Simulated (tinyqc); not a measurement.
Carrier lifetime of an n-type layer with SRH, radiative, Auger and surface recombination: one step of the calculation.

Uniform excess density dn = dp (no trapping), n = n0 + dn, p = p0 + dn, Boltzmann statistics, full ionisation. Surfaces enter as a rate 2 S dn/d, which holds while diffusion to them is fast.

Task. New dn. With e = n p - ni^2 = dn (n0 + p0 + dn): U_SRH = e/(tp0 (n + n1) + tn0 (p + p1)), U_rad = B e, U_Aug = (Cn n + Cp p) e, U_s = 2 S dn/d. Substitution: tau = dn/U with U the sum, dn(new) = G tau.

Values chosen for this exercise; band and dielectric values close to those of In0.53Ga0.47As: radiative coefficient B = 1e-10 cm^3/s; Auger coefficient (two electrons) Cn = 2.6e-29 cm^6/s; Auger coefficient (two holes) Cp = 4.4e-30 cm^6/s; surface recombination velocity (both faces) S = 0 cm/s; sample thickness d = 2 um; generation rate G = 1.3e24 cm^-3 s^-1.

dn at the start = 2e18 cm^-3
n0 = 1.8000001e14 cm^-3
p0 = 5.3832490e6 cm^-3
n1 = 2.1178249e8 cm^-3
p1 = 4.5753776e12 cm^-3
tn0 = 1.6891892e-6 s
tp0 = 8.4459459e-6 s

Wanted: U_SRH; U_rad; U_Aug; U_s; tau; dn after iteration 1.

Result.

U_SRH = 1.973e23 cm^-3 s^-1
U_rad = 4.000e26 cm^-3 s^-1
U_Aug = 2.432e26 cm^-3 s^-1
U_s = 0 cm^-3 s^-1
tau = 3.108e-9 s
dn after iteration 1 = 4.041e15 cm^-3

tinyqc, about 0.01 s, one thread, Intel Xeon 2.30GHz (shared host): `OMP_NUM_THREADS=1 python tinyqc.py 2300025 2300026 out.jsonl`
